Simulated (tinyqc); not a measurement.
Deal-Grove kinetics of thermal oxidation of silicon: one step, computed by the program tinyqc. Command: `OMP_NUM_THREADS=1 python tinyqc.py 3010885 3010886 out.jsonl oxide walk`. One thread of a shared host (Intel(R) Xeon(R) Processor @ 2.30GHz), about 0.03 s of CPU time with the checks.

Oxidant diffuses through the oxide and reacts at the interface, so that dx/dt = B/(A + 2x) for the oxide thickness x.

Question. Rate constants. B = B0 p exp(-E_B/(k_B T)), B/A = (B/A)0 p^m exp(-E_A/(k_B T)), p in atm; A = B/(B/A). Temperatures in kelvin are T(C) + 273.15.

Inputs (values chosen for the exercise, close to those used for silicon):

| quantity | value | unit |
|---|---|---|
| prefactor B0 | 743 | um^2/h |
| activation energy E_B | 1.23 | eV |
| prefactor (B/A)0 | 3.43e+06 | um/h |
| activation energy E_A | 2.02 | eV |
| temperature T | 1200 | C |
| oxidant pressure p | 5 | atm |
| pressure exponent m of B/A | 0.78 | - |

Ambient: dry oxygen. Surface: (100).

Constants: k_B = 8.617333262e-05 eV/K.

Give: parabolic constant B; linear constant B/A; length A.

Answer.

parabolic constant B = 0.2302 um^2/h

linear constant B/A = 1.479 um/h

length A = 0.1556 um

Reaction at the interface limits growth while x is well below A/2 = 0.0778 um, diffusion once x is well above it.
